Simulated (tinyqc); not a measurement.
Thin-film optics by transfer matrices: one step. Layer matrices and their product. Two cases, with inputs chosen for the exercise.

Problem. Form each matrix and multiply from the top down.

Indices N = n + i k. Snell: N0 sin(theta) = N_j sin(theta_j), with Im(N_j cos theta_j) >= 0. Admittance y_j = N_j cos theta_j for s and N_j/cos theta_j for p. Phase delta_j = 2 pi N_j cos theta_j d_j/lambda. Layer matrix [[cos delta, -i sin delta/y], [-i y sin delta, cos delta]], multiplied from the top down to M. (B, C) = M (1, y_sub); r = (y0 B - C)/(y0 B + C), R = |r|^2, T = 4 Re y0 Re y_sub/|y0 B + C|^2, absorbed in the films 1 - R - T.

Case 1.

y_j: ambient 0.500000, film 1 1.385625, film 2 1.434964+0.023359i, substrate 3.863129+0.042017i

delta_j (rad): film 1 1.189701, film 2 0.756331+0.012312i

Case 2.

y_j: ambient 2.366202, film 1 2.260269, film 2 1.866098, substrate 0.279481+3.214733i

delta_j (rad): film 1 0.831451, film 2 0.027511

Give: matrix of film 1; matrix of film 2; M.

Solution.

Case 1.

matrix of film 1:
```
          1         2
1    0.3719  -0.6699i
2  -1.2862i    0.3719
```

matrix of film 2:
```
                1                2
1  0.7274-0.0084i  -0.0015-0.4783i
2  0.0289-0.9846i   0.7274-0.0084i
```

M:
```
                 1                2
1  -0.3891-0.0225i  -0.0062-0.6652i
2  -0.0001-1.3018i  -0.3446-0.0012i
```

Case 2.

matrix of film 1:
```
          1         2
1    0.6738  -0.3269i
2  -1.6701i    0.6738
```

matrix of film 2:
```
          1         2
1    0.9996  -0.0147i
2  -0.0513i    0.9996
```

M:
```
          1         2
1    0.6568  -0.3367i
2  -1.7041i    0.6489
```

Each matrix has determinant 1, and so has M.

Computed by tinyqc, one run a case: `OMP_NUM_THREADS=1 python tinyqc.py N N+1 out.jsonl` with N = 1681923, 1682067; one thread of a shared Intel(R) Xeon(R) Processor @ 2.30GHz, about 0.01 s a run at most.
